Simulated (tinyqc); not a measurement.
Critical temperature from a phonon spectrum: McMillan, Allen-Dynes and the linearised Eliashberg equation: one step, computed by the program tinyqc.

alpha^2 F(omega) = sum_i (lambda_i omega_i/2) delta(omega - omega_i), so that lambda = 2 int alpha^2 F/omega d omega = sum_i lambda_i.

Problem. Largest eigenvalue of the small kernel. K is the kernel of the linearised Eliashberg equation on the Matsubara points omega_n = (2n + 1) pi k_B T; T_c is where its largest eigenvalue rho is zero. Diagonalise K; at rho = 0 the eigenvector c is the gap function Delta_n/omega_n up to a factor; away from it Delta_n/Delta_0 = (2n + 1) c_n/c_0 is only an estimate.

Inputs (values chosen for the exercise, for a model metal): trial temperature = 5.98 K.

Peaks in alpha^2 F: two.

K:
$$\begin{pmatrix}
-0.36422 & 1.27331 & 0.71058 & 0.37156 & 0.16057 & 0.02444 \\
1.27331 & -4.90727 & 0.93429 & 0.49960 & 0.23542 & 0.06959 \\
0.71058 & 0.93429 & -8.39331 & 0.79815 & 0.40862 & 0.17249 \\
0.37156 & 0.49960 & 0.79815 & -11.33915 & 0.73522 & 0.36368 \\
0.16057 & 0.23542 & 0.40862 & 0.73522 & -13.98110 & 0.70220 \\
0.02444 & 0.06959 & 0.17249 & 0.36368 & 0.70220 & -16.43887
\end{pmatrix}$$

Give: largest eigenvalue rho; Delta_n/Delta_0.

Solution.

largest eigenvalue rho = 0.1066

Delta_n/Delta_0: [1.000, 0.849, 0.606, 0.384, 0.205, 0.067]

rho > 0: in this small matrix the trial temperature lies below T_c.
